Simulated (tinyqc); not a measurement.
Inside a calculation. Model: carrier lifetime of a p-type layer with SRH, radiative, Auger and surface recombination.

Program tinyqc, `OMP_NUM_THREADS=1 python tinyqc.py 2300103 2300104 out.jsonl`; Intel Xeon 2.30GHz, shared host, one thread, about 0.01 s. Printed values are rounded.

Uniform excess density dn = dp (no trapping), n = n0 + dn, p = p0 + dn, Boltzmann statistics, full ionisation. Surfaces enter as a rate 2 S dn/d, which holds while diffusion to them is fast.

Values chosen for this exercise; band and dielectric values close to those of cadmium telluride:

| symbol | value | unit | meaning |
|---|---|---|---|
| T | 300 | K | temperature |
| Eg | 1.5 | eV | band gap |
| Nc | 8.08e17 | cm^-3 | conduction-band density of states at T |
| Nv | 1.82e19 | cm^-3 | valence-band density of states at T |
| B | 1.97e-10 | cm^3/s | radiative coefficient |
| N | 1.7e14 | cm^-3 | acceptor density |
| Cn | 1.4e-30 | cm^6/s | Auger coefficient (two electrons) |
| Cp | 5.3e-31 | cm^6/s | Auger coefficient (two holes) |
| Nt | 1.2e10 | cm^-3 | trap density |
| sn | 3e-14 | cm^2 | capture cross-section for electrons |
| sp | 2e-14 | cm^2 | capture cross-section for holes |
| vth | 2.4e7 | cm/s | thermal velocity (both carriers) |
| Et | 1.24 | eV | trap level below the conduction band |
| S | 0 | cm/s | surface recombination velocity (both faces) |
| d | 300 | um | sample thickness |
| G | 1.3e18 | cm^-3 s^-1 | generation rate |

Constants: q = 1.602176634e-19 C, kB = 1.380649e-23 J/K, Vt = kB T/q. Results are converted to the units shown.

## Equilibrium densities and SRH constants

ni = sqrt(Nc Nv) exp(-Eg/(2 Vt)), Eg in volts; majority density N/2 + sqrt(N^2/4 + ni^2), n0 p0 = ni^2; n1 = Nc exp(-Et/Vt), p1 = Nv exp((Et - Eg)/Vt); tn0 = 1/(sn vth Nt), tp0 = 1/(sp vth Nt).

ni = 9.644860e5 cm^-3
n0 = 0.005471960 cm^-3
p0 = 1.7e14 cm^-3
n1 = 0.001192143 cm^-3
p1 = 7.803036e14 cm^-3
tn0 = 1.157407e-4 s
tp0 = 1.736111e-4 s

## Starting value

dn = 6e14 cm^-3.

dn at the start = 6e14 cm^-3

## Iteration 1: new dn

With e = n p - ni^2 = dn (n0 + p0 + dn): U_SRH = e/(tp0 (n + n1) + tn0 (p + p1)), U_rad = B e, U_Aug = (Cn n + Cp p) e, U_s = 2 S dn/d. Substitution: tau = dn/U with U the sum, dn(new) = G tau.

U_SRH = 1.629055e18 cm^-3 s^-1
U_rad = 9.101400e19 cm^-3 s^-1
U_Aug = 5.766222e14 cm^-3 s^-1
U_s = 0 cm^-3 s^-1
tau = 6.476430e-6 s
dn after iteration 1 = 8.419359e12 cm^-3

## Iteration 2: new dn

As before.

U_SRH = 1.336159e16 cm^-3 s^-1
U_rad = 2.959288e17 cm^-3 s^-1
U_Aug = 1.597555e11 cm^-3 s^-1
U_s = 0 cm^-3 s^-1
tau = 2.722152e-5 s
dn after iteration 2 = 3.538798e13 cm^-3

## Iteration 3: new dn

As before.

U_SRH = 6.045380e16 cm^-3 s^-1
U_rad = 1.431848e18 cm^-3 s^-1
U_Aug = 1.151284e12 cm^-3 s^-1
U_s = 0 cm^-3 s^-1
tau = 2.371366e-5 s
dn after iteration 3 = 3.082776e13 cm^-3

## Course of the iteration

Stop when the step is below 1e-10 of the value, or after 40 iterations.

Course of the iteration:
```
iteration  dn before the step (cm^-3)  step (cm^-3)
1                                6e14      -5.92e14
2                         8.419359e12       2.70e13
3                         3.538798e13      -4.56e12
4                         3.082776e13       6.86e11
5                         3.151361e13      -1.05e11
6                         3.140849e13       1.61e10
7                         3.142456e13       -2.46e9
8                         3.142210e13        3.75e8
9                         3.142248e13       -5.74e7
10                        3.142242e13        8.78e6
11                        3.142243e13       -1.34e6
12                        3.142243e13        2.05e5
13                        3.142243e13       -3.14e4
14                        3.142243e13          4790
15                        3.142243e13          -733
```

Converged in 15 iterations. At the solution d ln U/d ln dn = 1.15, so the logarithmic slope of the map is 1 - 1.15 = -0.15; its size is below 1, so substitution contracts.

## Lifetime, shares and quasi-Fermi splitting

converged dn = 3.142243e13 cm^-3

With e = n p - ni^2 = dn (n0 + p0 + dn): U_SRH = e/(tp0 (n + n1) + tn0 (p + p1)), U_rad = B e, U_Aug = (Cn n + Cp p) e, U_s = 2 S dn/d. tau = dn/U, shares of U, splitting Vt ln(n p/ni^2), radiative efficiency U_rad/U.

tau = 2.417110e-5 s
shares (%): SRH 4.08848, radiative 95.91145, Auger 0.00007, surface 0.00000
quasi-Fermi splitting = 0.9424674 V

Radiative recombination takes the largest share. dn is 0.18 times the doping: intermediate injection.
